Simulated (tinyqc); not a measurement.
From results back to parameters: dielectric confinement in a thin film (image charges). Four cases, with inputs chosen for the exercise.

Problem. The self-energy at the centre was computed from a hidden eh.

A film |z| < t/2 of dielectric constant eps between half-spaces of dielectric constant e2; lam = (eps - e2)/(eps + e2), q = e^2/(4 pi eps0). The self-energy of a band edge is taken with the high-frequency value, e2 = eh, and the field of a fixed ion with the static one, e2 = eo. A charge at z has images lam^|n| at n t + (-1)^n z. Its self-energy is S(z) = (q/2 eps) sum over n >= 1 of lam^n [1/(n t - 2z) + 1/(n t + 2z)] for odd n and 2 lam^n/(n t) for even n; at the centre S(0) = -(q/(eps t)) ln(1 - lam).

Constants: e^2/(4 pi eps0) = 14.39964547 eV angstrom.

Case 1.

Values chosen: t = 26 angstrom (film thickness); eps = 11.8 (dielectric constant of the film).
S(0) = 32.8327 meV

Case 2.

Values chosen: t = 82 angstrom (film thickness); eps = 16.2 (dielectric constant of the film).
S(0) = 10.2610 meV

Case 3.

Values chosen: t = 18 angstrom (film thickness); eps = 12 (dielectric constant of the film).
S(0) = 46.2087 meV

Case 4.

Values chosen: t = 56 angstrom (film thickness); eps = 11.9 (dielectric constant of the film).
S(0) = 15.2529 meV

Find: lam; eh.

Solution. lam = 1 - exp(-S(0) eps t/q), and eh = eps (1 - lam)/(1 + lam).

Case 1.

lam = 0.5032
eh = 3.9

Case 2.

lam = 0.6119
eh = 3.9

Case 3.

lam = 0.5000
eh = 4.0

Case 4.

lam = 0.5063
eh = 3.9

Computed by tinyqc, one run a case: `OMP_NUM_THREADS=1 python tinyqc.py N N+1 out.jsonl` with N = 1280027, 1280081, 1280151, 1280167; one thread of a shared Intel(R) Xeon(R) Processor @ 2.30GHz, about 0.1 s a run at most.
